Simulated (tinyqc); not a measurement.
Worked calculation: gated graphene: carriers, quantum capacitance and optical conductivity. Values are carried at full precision from step to step, so a last printed digit may differ when a step is redone from the rounded ones.

Cones E = +/- hv |k|, four flavours, D(E) = 2|E|/(pi hv^2). n = (2/pi)(kT/hv)^2 F_1(mu/kT), p = (2/pi)(kT/hv)^2 F_1(-mu/kT), in 1/angstrom^2 (1e16 for 1/cm^2); F_1(eta) = integral_0^infinity x dx/(1 + exp(x - eta)). Cq/e^2 = d(n - p)/d mu = (2 kT/(pi hv^2)) ln(2 + 2 cosh(mu/kT)).

Gate: V = mu/e + e (n - p)/Cox with Cox/e^2 = k/(4 pi e2 t), t in angstrom, e2 = e^2/(4 pi eps0); 1/(eV angstrom^2) in C/e^2 equals 1602.176634 microfarad/cm^2; total 1/C = 1/Cox + 1/Cq.

Constants: kB = 8.617333262e-05 eV/K; e^2/(4 pi eps0) = 14.39964547 eV angstrom; fine-structure constant alpha = 0.007297352564.

Parameters, chosen for this exercise (Fermi velocity near that of graphene, gate dielectric near SiO2; shifted at random, so the results belong to these values and not to a real crystal):
- hv = 6.25 eV angstrom (hbar vF)
- T = 300 K
- k = 4 (dielectric constant of the gate layer)
- t = 90 nm (its thickness)
- V = -4.68 V (gate voltage from the neutrality point)
- E = 0.208 eV (photon energy)
- Gm = 10 meV (intraband damping)

## Chemical potential at the gate voltage

Solve the gate equation for mu.

Cox = 0.03935 microfarad/cm^2
mu = -0.1078 eV
n = 1.68e+09 1/cm^2
p = 1.12e+12 1/cm^2

mu takes 2.3 % of the gate voltage; the zero-temperature rule |mu| = hv sqrt(pi |n - p|) gives 0.1174 eV.

## Quantum capacitance

1/(eV angstrom^2) in C/e^2 equals 1602.176634 microfarad/cm^2; 1/C = 1/Cox + 1/Cq.

Cq = 2.836 microfarad/cm^2
C = 0.03881 microfarad/cm^2
Cq at mu = 0 = 0.9358 microfarad/cm^2

C is 0.986 of Cox.

## Optical conductivity at one energy

Conductivity over sigma0 = e^2/(4 hbar): interband Re = sinh(E/2kT)/(cosh(mu/kT) + cosh(E/2kT)); intraband Re = (8 kT/pi) ln(2 cosh(mu/2kT)) Gm/(E^2 + Gm^2). A free sheet absorbs about pi alpha_f Re(sigma/sigma0), alpha_f the fine-structure constant (alpha among the constants).

Evaluate both parts and the absorption.

interband = 0.4629
intraband = 0.0319
absorption = 1.134 %

E is within 2 kT of 2|mu| = 0.2156 eV; at this temperature interband transitions are about half blocked; the universal value is pi alpha_f = 2.293 %.

## Checks

- Cq/e^2 against the finite difference of n - p (1/(eV angstrom^2)): both 0.001770.

Run: tinyqc, `OMP_NUM_THREADS=1 python tinyqc.py 1650191 1650192 out.jsonl`; Intel(R) Xeon(R) Processor @ 2.30GHz, one thread, shared host; about 0.01 s of CPU time with all checks.
